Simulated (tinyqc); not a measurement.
Inside a calculation. Method: plane-wave Kohn-Sham cycle with exchange-only LDA in a layered model solid. One step of it, computed by the program tinyqc.

Task: Iteration 2: levels at that k. Diagonalise the Hermitian matrix.

H (hartree), lower triangle:
```
,-2,-1,+0,+1,+2
-2,0.336525
-1,-0.028822,-0.036476
+0,-0.063717,-0.028822,-0.160809
+1,-0.000184,-0.063717,-0.028822,-0.036476
+2,0.000128,-0.000184,-0.063717,-0.028822,0.336525
```

Give: eigenvalues.

Result:

eigenvalues (hartree): -0.198  -0.080  0.025  0.339  0.354
